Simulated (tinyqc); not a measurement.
Polarisation charge from two barrier thicknesses.

Inverse problem. VT = phiB - dEc - q sigma d/(eps0 eps_r). Find sigma, phiB - dEc and the thickness at which VT = 0.

Values chosen for this exercise: relative permittivity of barrier and channel eps_r = 9.4.

Constants: q = 1.602176634e-19 C, eps0 = 8.8541878128e-14 F/cm where lengths are in cm. Results are converted to the units shown.

VT for d = 30 and 36 nm (V): [-7.3127216, -8.9391579]

Answer. VT is linear in d.

sigma = 1.408e13 cm^-2
phiB - dEc = 0.8195 V
thickness for VT = 0 = 3.023 nm

tinyqc, about 0.01 s, one thread, Intel Xeon 2.30GHz (shared host): `OMP_NUM_THREADS=1 python tinyqc.py 2570058 2570059 out.jsonl`
